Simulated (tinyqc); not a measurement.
Solid against vapour: precursor delivery by bubblers, mass-transport growth and the solid composition of a III-V alloy. Computed by tinyqc, a small Python program. Command: `OMP_NUM_THREADS=1 python tinyqc.py 3014293 3014294 out.jsonl movpe_thermo walk`. One thread of a shared host (Intel(R) Xeon(R) Processor @ 2.30GHz), about 0.02 s of CPU time with the checks.

1 sccm = 44.615 micromol/min; 1 torr = 133.322 Pa. The sources decompose fully at the surface.

Inputs (values chosen for the exercise, modelled on trimethylgallium (source 1) and trimethylindium (source 2) for the vapour pressures): growth temperature T = 1030 K; interaction L0 of the solid = 14.5 kJ/mol; exchange energy dG_x of AC + (1/2) D2 -> AD + (1/2) C2 = 22 kJ/mol.

Alloy: mixing on the group-V sites.

Constants: R = 8.314462618 J/(mol K).

Method. At high V/III the group-V pressures at the surface equal those supplied, as dimers: p_D2/p_C2 = x_v/(1 - x_v). Equilibrium of the solid AC(1-x)D(x), A standing for the mix of both group-III metals: ln[x/(1 - x)] + L0 (1 - 2x)/(R T) = -dG_x/(R T) + (1/2) ln[x_v/(1 - x_v)].

Composition:
```
x_v         x  x for L0 = 0    x/x_v
0.02  0.00202       0.01083  0.10115
0.05  0.00326       0.01727  0.06517
0.10  0.00475       0.02490  0.04751
0.25  0.00830       0.04236  0.03320
0.50  0.01459       0.07117  0.02918
0.75  0.02596       0.11716  0.03461
0.90  0.04727       0.18690  0.05253
0.95  0.07290       0.25036  0.07673
0.98  0.13470       0.34910  0.13745
```

What does the comparison show, and why?

dG_x = 22 kJ/mol favours AC: at x_v = 1/2 the ideal solid has x = 0.071. The positive L0 pushes x away from 1/2, to 0.015, and steepens the curve near x = 1/2; at L0 = 2 R T = 17.1 kJ/mol the slope would diverge.
